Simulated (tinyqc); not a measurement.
RKS/LDA (PW92) in the 3-21g basis, for H3+, spin multiplicity 1, step by step. One step of it, computed by the program tinyqc.

Task: Iteration 1: diagonalisation and new density. Diagonalise F' = X^T F X, C = X C', fill 1 alpha and 1 beta electrons from the bottom; D = 2 C_occ C_occ^T. Each column has its largest component positive (the first on a tie).

Kohn-Sham matrix F (hartree), lower triangle:
```
           1H 1s      1H 2s      2H 1s      2H 2s      3H 1s      3H 2s
1H 1s  -0.299477
1H 2s  -0.591664  -0.605887
2H 1s  -0.268273  -0.387044  -0.306811
2H 2s  -0.386525  -0.509561  -0.593610  -0.604951
3H 1s  -0.220432  -0.359935  -0.203166  -0.348354  -0.336296
3H 2s  -0.355693  -0.489654  -0.344625  -0.481119  -0.604737  -0.607650
```

X, lower triangle:
```
           1H 1s      1H 2s      2H 1s      2H 2s      3H 1s     3H 2s
1H 1s   1.245026
1H 2s  -0.500120   1.682995
2H 1s   0.008222   0.006367   1.244946
2H 2s   0.008649  -0.439213  -0.498427   1.661064
3H 1s   0.022569   0.005121   0.026278   0.007594   1.244783
3H 2s   0.012060  -0.366501   0.012294  -0.338467  -0.495701  1.602783
```

Give: F' = X^T F X; orbital energies; coefficients C; D after iteration 1.

Result:

F' = X^T F X (hartree), lower triangle:
```
        1       2       3       4       5       6
1   0.105
2  -0.529  -0.094
3  -0.080  -0.065   0.096
4  -0.063  -0.101  -0.530  -0.100
5  -0.040  -0.066  -0.027  -0.063   0.061
6  -0.057  -0.099  -0.056  -0.098  -0.534  -0.116
```

orbital energies (hartree): MO1 -0.827, MO2 -0.437, MO3 -0.381, MO4 0.514, MO5 0.516, MO6 0.567

coefficients C:
```
         MO1     MO2     MO3     MO4     MO5     MO6
1H 1s  0.244  -0.142   0.302   0.520   0.667  -0.957
1H 2s  0.214  -0.345   0.979  -0.281  -0.714   1.303
2H 1s  0.244  -0.219  -0.257   0.441   0.856   0.835
2H 2s  0.219  -0.542  -0.852  -0.165  -0.961  -1.139
3H 1s  0.253   0.346  -0.040   1.103  -0.616   0.120
3H 2s  0.244   0.905  -0.138  -1.032   1.036  -0.168
```

D after iteration 1, lower triangle:
```
       1H 1s  1H 2s  2H 1s  2H 2s  3H 1s  3H 2s
1H 1s  0.119
1H 2s  0.104  0.091
2H 1s  0.119  0.104  0.119
2H 2s  0.107  0.094  0.107  0.096
3H 1s  0.123  0.108  0.124  0.111  0.128
3H 2s  0.119  0.104  0.119  0.107  0.123  0.119
```
